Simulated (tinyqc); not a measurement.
Field emission through a triangular barrier, exact transmission by Airy functions: one step of the calculation.

The left lead has its band edge at 0; for x > 0 the edge falls without end, U(x) = U0 - F x, with mass m1. No transverse momentum; C = hbar^2/(2 m0); psi and psi'/m are continuous at x = 0. The outgoing solution is Bi(z) + i Ai(z).

Question. Transmission, exact and WKB. With the Airy functions at z = z(0): g = s (Bi' + i Ai')/(Bi + i Ai), r = (i vL - g)/(i vL + g), T(E) = 1 - |r|^2 = 4 vL Im(g)/|i vL + g|^2, vL = sqrt(mL E/C)/mL. Im(g) = -s/(pi (Ai^2 + Bi^2)) by the Wronskian. WKB: exp(-S), S = (4/(3 F)) sqrt(m1/C) [max(U0 - E, 0)^1.5].

Parameters, values chosen for the exercise; U0 - E and the mass are of the order of those of silicon dioxide on silicon:
- U0 = 3.41 eV (barrier edge at x = 0)
- m1 = 0.48 m0 (mass in the barrier)
- E = 0.36 eV (electron energy)
- F = 4.9 V/nm (field in the barrier)

Constants: q = 1.602176634e-19 C, hbar = 1.054571817e-34 J s, m0 = 9.1093837015e-31 kg, hbar^2/(2 m0) = 0.0380998212 eV nm^2. Results are converted to the units shown.

Airy functions: Ai 0.016806878, Ai' -0.027862296, Bi 6.1177908, Bi' 8.7972432
s = -8.2337351 1/nm
vL = 5.1231672 1/nm

Give: Re g; Im g; T(E); exp(-S).

Answer.

Re g = -11.84 1/nm
Im g = 0.07003 1/nm
T(E) = 0.008585
exp(-S) = 0.005831

Range of the model: Masses are held fixed, although real bands cease to be parabolic a few tenths of an eV from their edges. The field of 49.0 MV/cm is more than most dielectrics sustain; the model ignores breakdown.

Computed by the program tinyqc: `OMP_NUM_THREADS=1 python tinyqc.py 2580024 2580025 out.jsonl`, one thread of a shared Intel Xeon 2.30GHz, about 0.01 s for the whole run.
